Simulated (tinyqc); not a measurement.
Worked calculation: Hueckel theory of the pi electrons, for the molecule Bc1cccc(=O)cc1C=C (SMILES; centres numbered as the heavy atoms are written). One step of it, computed by the program tinyqc.

Question. Energy, charges, bond orders. E = sum n x; q_r = z_r - P_rr; bond order p = P_rs; free valence = sqrt(3) - sum of p over the bonds of the atom.

x values: 2.269224  1.790322  1.471798  0.864291  0.701607  -0.302347  -0.415972  -1.059412  -1.274128  -1.906148  -2.139235

occupations: 2.000000  2.000000  2.000000  2.000000  2.000000  0.000000  0.000000  0.000000  0.000000  0.000000  0.000000

charge and bond-order matrix P, lower triangle:
```
            1B         2C         3C         4C         5C         6C         7O         8C
1B    0.091398
2C    0.289108   0.963264
3C    0.196460   0.681191   0.849431
4C   -0.008734   0.087412   0.582097   0.901224
5C   -0.126538  -0.282510   0.139205   0.718035   0.893609
6C   -0.062485  -0.156775  -0.146572   0.131590   0.512221   0.829797
7O    0.080602   0.141026   0.105107  -0.182490  -0.156007   0.538704   1.725206
8C   -0.001321   0.087046  -0.269497  -0.169895   0.223785   0.562125  -0.200698   0.942583
9C    0.124739   0.522888   0.063723  -0.177301  -0.119992   0.135873  -0.177277   0.636535
10C  -0.046504  -0.016400  -0.066107   0.026214   0.017296  -0.066083   0.018268  -0.010885
11C  -0.089715  -0.194598  -0.053908   0.128490   0.080122  -0.111194   0.129462  -0.275668

           9C       10C       11C
9C   0.882870
10C  0.426951  1.010464
11C  0.100309  0.897216  0.910155
```

Centres:
```
centre  z_r, pi electrons of the neutral centre          h
1B                                            0  -1.000000
2C                                            1   0.000000
3C                                            1   0.000000
4C                                            1   0.000000
5C                                            1   0.000000
6C                                            1   0.000000
7O                                            1   1.000000
8C                                            1   0.000000
9C                                            1   0.000000
10C                                           1   0.000000
11C                                           1   0.000000
```

Bonds:
```
i    j         k
1    2  0.700000
2    3         1
3    4         1
4    5         1
5    6         1
6    7         1
6    8         1
8    9         1
9   10         1
10  11         1
9    2         1
```

Give: pi energy = 10 alpha + this times beta; pi charges; Bond orders and lengths from R = 1.517 - 0.180 p; free valence of the carbons; gap between the highest filled and the next level.

Answer.

pi energy = 10 alpha + this times beta = 14.1945

pi charges: 1B -0.0914, 2C 0.0367, 3C 0.1506, 4C 0.0988, 5C 0.1064, 6C 0.1702, 7O -0.7252, 8C 0.0574, 9C 0.1171, 10C -0.0105, 11C 0.0898

Bond orders and lengths from R = 1.517 - 0.180 p (angstrom, C-C alone):
```
bond        p       R
1-2    0.2891       -
2-3    0.6812  1.3944
3-4    0.5821  1.4122
4-5    0.7180  1.3878
5-6    0.5122  1.4248
6-7    0.5387       -
6-8    0.5621  1.4158
8-9    0.6365  1.4024
9-10   0.4270  1.4401
10-11  0.8972  1.3555
9-2    0.5229  1.4229
```

free valence of the carbons: 2C 0.2389, 3C 0.4688, 4C 0.4319, 5C 0.5018, 6C 0.1190, 8C 0.5334, 9C 0.1457, 10C 0.4079, 11C 0.8348

gap between the highest filled and the next level = 1.0040 |beta|
